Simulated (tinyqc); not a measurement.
Deep-level transient spectroscopy: one step of the calculation.

Schottky contact on an n-type layer with shallow donors Nd (all ionised) and a donor-like deep trap, neutral when filled and positive when empty; depletion approximation. Traps within lam of the depletion edge stay filled. A long pulse to Vp fills the traps beyond x1 = Wp - lam; back at Vr those between x1 and x2 = Wr - lam emit. A rate window reads S = C(t2) - C(t1).

Task. Peak temperature. Fixed-point step for en(T) = ew: T(new) = (Et q/kB)/ln(sn g T^2/ew), g = vth Nc/(300 K)^2.

Parameters, values chosen for the exercise; material values close to those of germanium:
```
symbol    value   unit                                      meaning
Nc      1.04e19  cm^-3   conduction-band density of states at 300 K
vth       3.4e7   cm/s                    thermal velocity at 300 K
Et         0.27     eV  depth of the trap below the conduction edge
sn      1.2e-14   cm^2                        capture cross-section
```

Constants: q = 1.602176634e-19 C, kB = 1.380649e-23 J/K. Results are converted to the units shown.

ew = 402.35948 1/s
T at the start = 300 K

Find: T after step 1.

Result.

T after step 1 = 135.76 K

Numbers from tinyqc (`OMP_NUM_THREADS=1 python tinyqc.py 2050029 2050030 out.jsonl`; about 0.01 s on one thread of a shared Intel Xeon 2.30GHz).
